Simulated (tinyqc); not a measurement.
Valley splitting in a one-orbital chain of atomic planes (second-neighbour model): one step. The bulk band. Two cases, with inputs chosen for the exercise.

Question. E at phi = j pi/10.

Each (001) plane carries one orbital with energy e0, hopping v to the next plane and u to the second: E(phi) = e0 + 2 v cos(phi) + 2 u cos(2 phi), where phi = pi - k a/4 (the sign of every second orbital is chosen so that v > 0, which shifts the phase by pi). The minimum lies at cos(phi0) = -v/(4u), phi0 = pi - (pi/2) k0 for a valley at k0 (2 pi/a), and e0 puts it at zero. A slab of N planes has hard walls: the matrix simply ends.

Give: Band.

Case 1.

u = 0.6199241 eV
v = 0.6129019 eV
e0 = 1.3913380 eV

Answer.

Band:
```
phi/pi  E (eV)
0.0     3.8570
0.1     3.5602
0.2     2.7662
0.3     1.7287
0.4     0.7671
0.5     0.1515
0.6     0.0095
0.7     0.2877
0.8     0.7828
0.9     1.2286
1.0     1.4054
```

Case 2.

u = 0.6421497 eV
v = 0.7359666 eV
e0 = 1.4951718 eV

Answer.

Band:
```
phi/pi  E (eV)
0.0     4.2514
0.1     3.9341
0.2     3.0829
0.3     1.9635
0.4     0.9110
0.5     0.2109
0.6     0.0013
0.7     0.2331
0.8     0.7012
0.9     1.1343
1.0     1.3075
```

Computed by tinyqc, one run a case: `OMP_NUM_THREADS=1 python tinyqc.py N N+1 out.jsonl` with N = 1482514, 1482519; one thread of a shared Intel(R) Xeon(R) Processor @ 2.30GHz, about 0.01 s a run at most.
